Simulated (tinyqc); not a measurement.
## Trap density from the leakage

Question. Trap-assisted leakage is J = q Nt times the integral over x of the rate through one trap. Find Nt, the areal density Nt t and the mean in-plane spacing (Nt t)^(-1/2).

Values chosen for this exercise: thickness t = 6.6 nm.

Constants: q = 1.602176634e-19 C. Results are converted to the units shown.

J = 1.5827813e-8 A/cm^2
integral of the rate over x = 0.13349924 nm/s

Solution. J is proportional to Nt.

Nt = 7.400e18 cm^-3
Nt t = 4.884e12 cm^-2
in-plane spacing = 4.525 nm

tinyqc, about 0.03 s, one thread, Intel Xeon 2.30GHz (shared host): `OMP_NUM_THREADS=1 python tinyqc.py 2370018 2370019 out.jsonl`
